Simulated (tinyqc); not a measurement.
Comparisons within one model: Gamma, L and X subbands of a thin body with non-parabolic valleys. A value that a table varies takes the place of the one given here.

Hard walls, flat band, c = hbar^2/2m0, energies from the bulk Gamma edge. For a valley at angle theta to the normal 1/m_z = cos^2/ml + sin^2/mt and m_d = sqrt(ml mt^2/m_z). Subband n starts at E_v + e with e (1 + a e) = c (n pi/t)^2/m_z, and its density-of-states mass is taken as m_d (1 + 2 a e), without further growth at higher in-plane energy. Groups are named by valley and degeneracy.

n_i = g m/(2 pi c) kB T ln(1 + exp((EF - E_i)/kB T)), sum n_i = Ns (1e12/cm^2 = 1e-4/angstrom^2), c = hbar^2/2m0. Quantum capacitance Cq = 1602.176634 sum g m/(2 pi c) f_i in microfarad/cm^2 with f_i = 1/(1 + exp((E_i - EF)/kB T)); Cox = 34.5313/eot (one gate); C/Cox = Cq/(Cq + Cox), the centroid term left out.

Constants: hbar^2/2m0 = 3.80998211 eV angstrom^2; kB = 8.617333262e-05 eV/K.

Inputs chosen for the exercise (near those of a thin InP channel; not measured data): face = 110 (surface); mG = 0.0799 m0 (Gamma mass); aG = 0.59 1/eV (Gamma non-parabolicity); EL = 0.577 eV (L edge above Gamma); mL = (1.59, 0.102) m0 (L valleys (four, along <111>): ml, mt); EX = 0.991 eV (X edge above Gamma); mX = (0.86, 0.277) m0 (X valleys (three, along <100>): ml, mt); aS = 0.41 1/eV (non-parabolicity of L and X); Ns = 7.4 x 1e12/cm^2 (sheet density); T = 300 K (temperature); eot = 10 angstrom (equivalent oxide thickness); ts = (20, 26, 34, 45, 60, 85, 130) angstrom (thicknesses); t = 84 angstrom (body thickness); Nl = (0.5, 1, 2, 4, 7, 11, 16) x 1e12/cm^2 (sheet densities).

## Thinning the body

Lowest edge of each valley type, the lowest group, the Gamma share and C/Cox, with n = 1 to 8 of all groups.

Results:
```
t (angstrom)  Gamma (eV)  L (eV)  X (eV)  lowest  Gamma share (%)  C/Cox
20                 0.799   0.885   1.198      G1             61.8  0.874
26                 0.530   0.767   1.117      G1             98.5  0.730
34                 0.339   0.692   1.066      G1            100.0  0.684
45                 0.207   0.644   1.035      G1            100.0  0.658
60                 0.122   0.615   1.016      G1            100.0  0.644
85                 0.063   0.596   1.003      G1            100.0  0.741
130                0.027   0.585   0.996      G1            100.0  0.773
```

From 130 down to 20 angstrom Gamma rises by 0.77 eV, L by 0.30 and X by 0.20 eV, the light Gamma mass moving most. G1 stays lowest throughout. The Gamma share goes from 100 % to 62 %. C/Cox is 0.77 and 0.87 at the ends and lies between 0.64 and 0.87. Hard walls overstate the rise in the thinnest rows.

## Raising the sheet density

Fixed thickness, n = 1 to 8 of all groups; the gate overdrive above the lowest edge is (EF - E_lowest)/e + 0.1602177 Ns/Cox in volts.

Results:
```
Ns (1e12/cm^2)  EF - lowest (eV)  Gamma share (%)     Cq  C/Cox  overdrive (V)
0.5                       -0.009            100.0   2.40  0.410          0.014
1.0                        0.017            100.0   3.81  0.524          0.063
2.0                        0.052            100.0   5.15  0.599          0.145
4.0                        0.108            100.0   6.24  0.644          0.294
7.0                        0.172            100.0   9.30  0.729          0.497
11.0                       0.231            100.0  12.00  0.777          0.742
16.0                       0.296            100.0  12.65  0.786          1.038
```

The lowest subband is G1 n=1. At the highest density band filling takes 0.296 V of the 1.038 V overdrive. Cq grows from 2.4 to 12.6 microfarad/cm^2 while EF moves from -0.009 to +0.296 eV against the lowest edge; the Gamma share stays near 100 %.

## What each parameter does

n = 1 to 8 of all groups. Each row changes one parameter from the base and keeps the others.

Results:
```
case                   lowest edge (eV)  EF (eV)  Gamma share (%)  C/Cox
base                              0.064    0.243            100.0  0.738
t = 78 angstrom                   0.074    0.260            100.0  0.719
mG = 0.0919 m0                    0.056    0.212            100.0  0.758
aG = 0.41 1/eV                    0.065    0.250            100.0  0.729
EL = 0.527 eV                     0.064    0.243            100.0  0.738
Ns = 11.1 x 1e12/cm^2             0.064    0.297            100.0  0.777
eot = 8 angstrom                  0.064    0.243            100.0  0.693
T = 250 K                         0.064    0.245            100.0  0.744
```

The largest shifts from the base row, up to three for each result and ties (the steps differ in size, so this ranks the rows, not the parameters). lowest edge (eV): t +0.010, mG -0.008, aG +0.001; unchanged at the printed digits by EL, Ns, eot and T. EF (eV): Ns +0.053, mG -0.031, t +0.017; unchanged at the printed digits by EL and eot. Gamma share (%): unchanged at the printed digits by t, mG, aG, EL, Ns, eot and T. C/Cox: eot -0.045, Ns +0.039, mG +0.019, t -0.019; unchanged at the printed digits by EL.

tinyqc: `OMP_NUM_THREADS=1 python tinyqc.py 1252276 1252277 out.jsonl`; about 0.04 s, one thread, shared Intel(R) Xeon(R) Processor @ 2.30GHz.
